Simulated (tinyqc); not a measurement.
Threshold-voltage variability of a planar MOSFET, analytic estimates: course of the iteration: margin in standard deviations for the wanted yield.

Three independent sources add in quadrature: random dopants in the depleted layer, metal-gate grains of two orientations, and roughness of the two gate edges acting through the roll-off VT = VT(long) - Vr exp(-L/l). These are first-order estimates: no three-dimensional electrostatics, no percolation.

Cells fail independently with probability Q(k) = erfc(k/sqrt(2))/2 when the margin is k standard deviations, and Y = exp(-Nb Q(k)). phi = exp(-k^2/2)/sqrt(2 pi). Newton steps on Q(k) + ln(Y)/Nb = 0: k(new) = k + (Q + ln(Y)/Nb)/phi.

Stop when k changes by less than 1e-9, or after 10 iterations.

Inputs (values chosen for the exercise):
```
symbol,value,unit,meaning
Nb,33554432,,number of cells
Y,0.982,,wanted yield
```

k at the start = 2

Course of the iteration:
```
iteration,k,|change|
1,2.42137,0.421
2,2.78484,0.363
3,3.10911,0.324
4,3.40456,0.295
5,3.67767,0.273
6,3.93281,0.255
7,4.17310,0.240
8,4.40084,0.228
9,4.61778,0.217
10,4.82529,0.208
```

Did this iteration meet its convergence test, and what does its course show?

No. Not converged within 10 iterations. The steps shrink slowly, from 0.42 to 0.21: far from the root Q/phi is about 1/k, so each step lowers Q by only a factor of about e, and the root lies at 6.097. A rerun with Newton steps on ln Q from the same start converges in 6 iterations.

Range of the model: The depletion depth exceeds L, so source and drain share much of the charge and the dopant estimate is rough. gI s exceeds 0.2, so the linear formula for the current mismatch is only a rough guide.

Computed by the program tinyqc: `OMP_NUM_THREADS=1 python tinyqc.py 2090144 2090145 out.jsonl`, one thread of a shared Intel Xeon 2.30GHz, about 0.01 s for the whole run.
